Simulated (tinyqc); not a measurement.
Short-channel transistor, virtual-source model with series resistance: effect of the temperature on the on and off currents.

The current per gate width is the charge at the top of the source barrier (the virtual source) times its velocity times a saturation function; al and be are fitting constants of the model. Units: I in uA/um, Rs in ohm um, so I Rs = 1e-6 I Rs in volts; Q in uC/cm^2, so I = 1e-4 Q vx0 Fsat with vx0 in cm/s.

Intrinsic voltages Vg' = Vgs - I Rs, Vd' = Vds - 2 I Rs. n = n0 + nd Vd', VT = VT0 - dl Vd', Ff = 1/(1 + exp((Vg' - VT + al Vt/2)/(al Vt))), Q = Cinv n Vt ln(1 + exp((Vg' - VT + al Vt Ff)/(n Vt))), Vdsat = (vx0 L/mu)(1 - Ff) + Vt Ff, Fsat = u/(1 + u^be)^(1/be) with u = Vd'/Vdsat, and I = Q vx0 Fsat per width. I is solved self-consistently. Ion is I at Vgs = Vds = 0.75 V, Ioff at Vgs = 0, Vds = 0.75 V, and Rlin = Vds/I at Vgs = 0.75 V, Vds = 0.05 V. mu, vx0, VT0, dl and n0 are held fixed.

Values chosen for this exercise:
```
symbol  value        unit                                                         meaning
Cinv     3.56     uF/cm^2                                           inversion capacitance
vx0     8.7e6        cm/s                                  velocity at the virtual source
mu        550  cm^2/(V s)                                               apparent mobility
L          25          nm                                                  channel length
VT0      0.39           V                                 threshold at zero drain voltage
dl      0.026         V/V                                  drain-induced barrier lowering
n0       1.38                                                         subthreshold factor
nd          0         1/V                                  growth of n with drain voltage
al        3.5              threshold shift (in units of Vt) from weak to strong inversion
be        1.8                                                     sharpness of saturation
Rs        120      ohm um                               series resistance of each contact
```

Constants: q = 1.602176634e-19 C, kB = 1.380649e-23 J/K, Vt = kB T/q. Results are converted to the units shown.

Result of one run:
```
T (K)  Ion (uA/um)  Ioff (nA/um)  log10(Ion/Ioff)  Rlin (ohm um)
290          847.2         27.42            4.490          278.3
```

What becomes of these results when the temperature T is changed from 290 to 320 K, all else the same?

Result of the changed run:
```
T (K)  Ion (uA/um)  Ioff (nA/um)  log10(Ion/Ioff)  Rlin (ohm um)
320          849.6         80.51            4.023          278.2
```

The whole series:
```
T (K)  Ion (uA/um)  Ioff (nA/um)  log10(Ion/Ioff)  Rlin (ohm um)
200          842.9        0.1582            6.727          278.5
230          843.9         1.372            5.789          278.5
260          845.3         7.281            5.065          278.4
290          847.2         27.42            4.490          278.3
320          849.6         80.51            4.023          278.2
350          852.5         196.2            3.638          278.1
380          855.9         414.5            3.315          278.0
410          859.8         782.5            3.041          277.9
```

As T goes from 200 to 410 K, Ion rises from 843 to 860 uA/um, Ioff rises from 0.158 to 783 nA/um and Rlin stays near 278 ohm um. Ion changes by a factor of 1.02 and Ioff by 4950.

Program tinyqc, `OMP_NUM_THREADS=1 python tinyqc.py 2380093 2380094 out.jsonl`; Intel Xeon 2.30GHz, shared host, one thread, about 0.01 s.
